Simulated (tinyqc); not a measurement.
From results to parameters: minimal-basis H2. Computed by the program tinyqc with PySCF.

Problem. For two electrons in the two orbitals of minimal-basis H2, the CIS energies are e2 - e1 - J12 + 2 K12 and e2 - e1 - J12, and E_corr = D - sqrt(D^2 + K12^2) with 2D the energy of the double excitation. Find J12, K12, D, the MP2 energy and the weight of the double excitation.

orbital gap e2 - e1 = 0.76124393 hartree
CIS singlet and triplet energies (hartree): 0.589554  0.168191
FCI correlation energy = -0.05295712 hartree

Solution. Half the singlet-triplet splitting is K12, the gap less the triplet energy is J12, D = (E_corr^2 - K12^2)/(2 E_corr), MP2 is -K12^2/(2 gap), and the weight is c^2/(1 + c^2) with c = E_corr/K12.

J12, K12, D (hartree): 0.593  0.211  0.393
MP2 correlation energy = -0.029154 hartree
weight of the double excitation = 0.059
